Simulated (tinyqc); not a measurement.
Polarisation and half-bias from two TMR values.

Inverse problem. A tunnel junction has TMR = TMR0/(1 + (V/Vh)^2), TMR0 = 2 P1 P2/(1 - P1 P2). Find TMR0, Vh and P2.

Parameters, values chosen for the exercise:
- P1 = 0.54 (spin polarisation of the reference layer)

TMR at 0.1 and 0.6 V (%): [110.75985, 61.218703]

Answer. 1/TMR is linear in V^2, and P1 P2 = TMR0/(2 + TMR0).

TMR0 = 113 %
Vh = 0.650 V
P2 = 0.670

Computed by the program tinyqc: `OMP_NUM_THREADS=1 python tinyqc.py 2450070 2450071 out.jsonl`, one thread of a shared Intel Xeon 2.30GHz, about 0.01 s for the whole run.
